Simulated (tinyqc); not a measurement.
n-type polysilicon, carrier trapping at grain boundaries: effect of the doping.

One-dimensional grains of size Lg, uniform ionised doping N, monovalent traps Qt at each boundary at a depth Et below (for electrons) or above (for holes) the band edge there, abrupt depletion of width W on each side of a boundary, Boltzmann statistics. xi is the distance from the band edge at the grain centre to the Fermi level. Trapped charge Qt/(1 + exp((xi + VB - Et)/Vt)) = 2 N W, barrier VB = q N W^2/(2 eps0 eps_r).

If the trap equation with xi = Vt ln(NB/N) has a root W < Lg/2, the grain is partly depleted; otherwise W = Lg/2 and the trap equation gives xi = Et - VB + Vt ln(Qt/(N Lg) - 1). N* = Qt/Lg. n0 = NB exp(-xi/Vt); mean density n0 (1 - 2 W/Lg) by charge balance in a partly depleted grain, and n0 (sqrt(pi)/2) erf(u)/u with u = sqrt(VB/Vt) in a fully depleted one; v = sqrt(kB T/(2 pi ms m0)); barrier resistivity Vt exp(VB/Vt)/(q fe n0 v Lg); grain resistivity (1 - 2 W/Lg)/(q n0 mug); effective mobility 1/(q mean density total resistivity). Rows with xi above 0.45 V, towards mid-gap, are left out, since the other carrier type is ignored.

Parameters, values chosen for the exercise; values of the order met in polycrystalline silicon: temperature T = 400 K; relative permittivity eps_r = 11.7; conduction-band density of states at T NB = 4.31e19 cm^-3; grain size Lg = 43 nm; trap density of a grain boundary Qt = 2.4e12 cm^-2; depth of the trap level from the majority band edge at the boundary Et = 0.47 eV; mass for thermionic emission ms = 0.53 m0; correction factor of the emission rate fe = 0.25; mobility inside the grains mug = 58 cm^2/(V s).

Constants: q = 1.602176634e-19 C, kB = 1.380649e-23 J/K, m0 = 9.1093837015e-31 kg, Vt = kB T/q, eps0 = 8.8541878128e-14 F/cm where lengths are in cm. Results are converted to the units shown.

Result of one run:
```
N/N*,depleted share 2 W/Lg,VB (V),xi (V),mean density (cm^-3),resistivity (ohm cm),effective mobility (cm^2/(V s))
3.046,0.3283,0.06548,0.1114,1.142e18,0.2269,24.09
```

Which doping N gave this result: 2.2e17, 1.7e18, 3.3e18, 6.5e18 or 1.3e19 cm^-3?

N = 1.7e18 cm^-3.

The whole series:
```
N (cm^-3),N/N*,depleted share 2 W/Lg,VB (V),xi (V),mean density (cm^-3),resistivity (ohm cm),effective mobility (cm^2/(V s))
2.2e17,0.3942,1.000,0.07864,0.4062,1.866e14,1397,23.95
4.3e17,0.7704,1.000,0.1537,0.2746,6.264e15,270.8,3.679
8.4e17,1.505,0.6626,0.1318,0.1357,2.834e17,2.601,8.467
1.7e18,3.046,0.3283,0.06548,0.1114,1.142e18,0.2269,24.09
3.3e18,5.912,0.1691,0.03374,0.08857,2.742e18,0.06492,35.06
6.5e18,11.65,0.08587,0.01713,0.06521,5.942e18,0.02700,38.91
1.3e19,23.29,0.04293,0.008566,0.04131,1.244e19,0.01255,39.98
```

As N goes from 2.2e17 to 1.3e19, VB goes from 0.0786 through a maximum of 0.154 (at N = 4.3e17 among the rows listed) to 0.00857 V, the resistivity falls from 1400 to 0.0125 ohm cm and the effective mobility goes from 23.9 through a minimum of 3.68 (at N = 4.3e17 among the rows listed) to 40.0 cm^2/(V s). The steepest fall of the resistivity among the rows, as N^(-6.9), lies between N = 4.3e17 and 8.4e17 cm^-3; N* = 5.58e17 cm^-3. While the grain is fully depleted VB grows as N; once the traps are full it falls as 1/N. For N = 6.5e18, 1.3e19 xi is under 2.5 Vt, where Boltzmann statistics begin to fail. For N = 3.3e18, 6.5e18, 1.3e19 VB is below Vt, where abrupt depletion and thermionic emission are rough. For N = 8.4e17 the grain is near the changeover between partial and full depletion, within a few Debye lengths, where both limits are rough.

Program tinyqc, `OMP_NUM_THREADS=1 python tinyqc.py 2830284 2830285 out.jsonl`; Intel Xeon 2.30GHz, shared host, one thread, about 0.01 s.
